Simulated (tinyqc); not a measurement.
Band bending at a free surface with a continuum of surface states, surface photovoltage and Kelvin probe: one step of the calculation.

n-type bulk, xi = Ec - EF = Vt ln(Nc/Nd), p0 = ni^2/Nd, ni = sqrt(Nc Nv) exp(-Eg/(2 Vt)), Eg in volts. b is the upward band bending, u = b/Vt. Space charge per area, in units of q: Qc = sign(b) sqrt((2 eps0 eps_r Vt/q) [(Nd + dn)(exp(-u) - 1) + Nd u + (p0 + dn)(exp(u) - 1)]), with dn the excess density under light (flat quasi-Fermi levels; 0 in the dark). The states hold -Ds (E0 - xi - b): negative while the Fermi level lies above the neutrality level. Neutrality: Qc + Qf + (charge of the states) = 0.

Problem. Surface photovoltage. Under chopped light the surface charge keeps its dark value, so b falls to bL with Qc(bL, dn) = Qc(b, 0); the photovoltage is b - bL. Qc rises with b, so bL follows by bisection.

Values chosen for this exercise; band and dielectric values close to those of silicon: temperature T = 300 K; band gap Eg = 1.11 eV; relative permittivity eps_r = 11.6; conduction-band density of states at T Nc = 2.82e19 cm^-3; valence-band density of states at T Nv = 2.62e19 cm^-3; donor density Nd = 1.9e16 cm^-3; excess carrier density under light dn = 6.1e10 cm^-3.

Constants: q = 1.602176634e-19 C, kB = 1.380649e-23 J/K, Vt = kB T/q, eps0 = 8.8541878128e-14 F/cm where lengths are in cm. Results are converted to the units shown.

converged b = 0.28161193 V

Find: bL; photovoltage; share of b removed; excess holes at the surface, dn exp(bL/Vt).

Solution.

bL = 0.2778 V
photovoltage = 3.848 mV
share of b removed = 1.367 %
excess holes at the surface, dn exp(bL/Vt) = 2.828e15 cm^-3

Computed by the program tinyqc: `OMP_NUM_THREADS=1 python tinyqc.py 2430070 2430071 out.jsonl`, one thread of a shared Intel Xeon 2.30GHz, about 0.01 s for the whole run.
